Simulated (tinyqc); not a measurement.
Long-channel MOSFET, surface-potential model: two steps of the calculation.

n-channel transistor on a uniformly doped p-type body, gradual-channel approximation, constant mobility, Boltzmann statistics, full ionisation. Potentials are counted from the neutral body; V is the electron quasi-Fermi potential, Vsb at the source and Vsb + Vds at the drain. Charges are magnitudes per area.

Inputs (values chosen for the exercise); material values those of a made-up semiconductor:
- T = 350 K (temperature)
- Vfb = -0.59 V (flat-band voltage)
- mu = 110 cm^2/(V s) (channel mobility)
- W = 10 um (gate width)
- L = 10 um (gate length)
- Vsb = 0.3 V (source-body reverse bias)
- Vgs = 0.09 V (gate-source voltage)
- Vds = 1.2 V (drain-source voltage)

Constants: q = 1.602176634e-19 C, kB = 1.380649e-23 J/K, Vt = kB T/q. Results are converted to the units shown.

Question 1. Surface potential at the source by Newton steps. With V = Vsb: G = psi - Vt + Vt e, e = exp((psi - 2 phiF - Vsb)/Vt); f = Vgs + Vsb - Vfb - psi - gamma sqrt(G); f' = -1 - gamma (1 + e)/(2 sqrt(G)); psi(new) = psi - f/f'.

psi after iteration 1 = 0.81444752 V
phiF = 0.29198656 V
gamma = 0.19111380 V^0.5

Give: G; f; f'; psi after iteration 2.

Answer 1.

G = 0.7873 V
f = -0.004022 V
f' = -1.118
psi after iteration 2 = 0.8109 V

Question 2. Charges and current of the charge-sheet model. psi_0 and psi_L solve Vgs + Vsb - Vfb - psi = gamma sqrt(G) at V = Vsb and Vsb + Vds. Qi = Cox gamma [sqrt(G) - sqrt(psi - Vt)], G = psi - Vt + Vt exp((psi - 2 phiF - V)/Vt), at both ends. With U = Vgs + Vsb - Vfb: drift = mu (W/L) Cox [U (psi_L - psi_0) - (psi_L^2 - psi_0^2)/2 - (2/3) gamma ((psi_L - Vt)^1.5 - (psi_0 - Vt)^1.5)]; diffusion = mu (W/L) Vt (Qi0 - QiL).

psi_0 = 0.81084980 V
psi_L = 0.81111016 V
phiF = 0.29198656 V
Cox = 0.78525019 uF/cm^2
gamma = 0.19111380 V^0.5

Find: Qi0; QiL; drift current; diffusion current; drain current.

Answer 2.

Qi0 = 0.2266 nC/cm^2
QiL = 1.202e-18 nC/cm^2
drift current = 3.244e-6 uA
diffusion current = 7.516e-4 uA
drain current = 7.549e-4 uA

Drift carries 0.430 % of the current. The drain end is pinched off: its charge is under 1 % of that at the source.

Computed by the program tinyqc: `OMP_NUM_THREADS=1 python tinyqc.py 2360064 2360065 out.jsonl`, one thread of a shared Intel Xeon 2.30GHz, about 0.04 s for the whole run.
